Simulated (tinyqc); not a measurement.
Configuration-coordinate model of carrier capture at a defect, step by step. Values are carried at full precision from step to step, so a last printed digit may differ when a step is redone from the rounded ones.

Two parabolas of equal curvature k in one coordinate Q: with the carrier free at the band edge, U_f = k Q^2/2; with the carrier trapped, U_t = k (Q - dQ)^2/2 - ET. ER = k dQ^2/2, Huang-Rhys factor S = ER/hw, hw = 0.0646541 sqrt(k/M) eV for k in eV/angstrom^2 and M in u. The curves cross at a height Eb = (ER - ET)^2/(4 ER) above the free minimum.

Constants: kB = 8.617333262e-05 eV/K.

Inputs chosen for the exercise (of the size met at a vacancy centre in SiC; not measured data): ET = 0.93 eV (thermal depth of the level below the band edge); ER = 0.25 eV (relaxation energy); hw = 0.047 eV (phonon energy of the mode); M = 40 u (mass of the mode); T = 150 K (temperature); nu = 1e+11 1/s (attempt rate).

## The two parabolas

Form S, k, dQ, the crossing point Qc = (ER - ET)/(k dQ), Eb, and the emission barrier Eb + ET.

S = 5.319
k = 21.1380 eV/angstrom^2
dQ = 0.1538 angstrom
Qc = -0.2092 angstrom

barriers (eV): capture 0.4624, emission 1.3924

ER < ET: the crossing lies on the far side of the free minimum (the inverted case), where tunnelling between vibrational states can matter much if Eb is well above hw.

## Optical transitions

Vertical ionisation from the trapped minimum costs ET + ER; vertical capture from the free minimum releases ET - ER (none if negative); the band has a standard deviation sqrt(S hw^2 coth(hw/2kT)) with S = ER/hw, and a full width 2.35482 times that.

energies (eV): ionisation peak 1.180, zero-phonon 0.930, emission peak 0.680

coth(hw/2kT) = 1.0541
standard deviation = 0.1113 eV
full width = 0.2621 eV

Radiative capture would peak at 0.680 eV. The optical peak exceeds the thermal depth by a factor 1.27.

## The multiphonon factor

Multiphonon factor for giving p = ET/hw phonons to the lattice: W = exp(-S (2 nb + 1)) ((nb + 1)/nb)^(p/2) I_p(x), nb = 1/(exp(hw/kT) - 1), x = 2 S sqrt(nb (nb + 1)), I_p the modified Bessel function. Classical limit: W = hw exp(-Eb/kT)/sqrt(4 pi ER kT). At T = 0: exp(-S) S^p/Gamma(p + 1).

Form p, nb, x and ln W, the classical ln W, and the capture time 1/(nu W).

p, nb, x: 19.7872  0.0271  1.7738

ln W: quantum -13.664, classical -37.229

capture time = 8.60e-06 s

The quantum factor is 1.71e+10 times the classical one at kT/hw = 0.28: nuclear tunnelling rules.

## Emission by detailed balance

For equal degeneracies and one band-edge state, emission time = capture time x exp(ET/kT).

ET/kT = 71.948
log10 of the emission time in s = 26.18

## Checks

- Ln W for the nearest whole p against the double Poisson sum over emitted and absorbed phonons: both -13.9449.

Program tinyqc; command `OMP_NUM_THREADS=1 python tinyqc.py 1451756 1451757 out.jsonl`; about 0.01 s on one thread of a shared Intel(R) Xeon(R) Processor @ 2.30GHz.
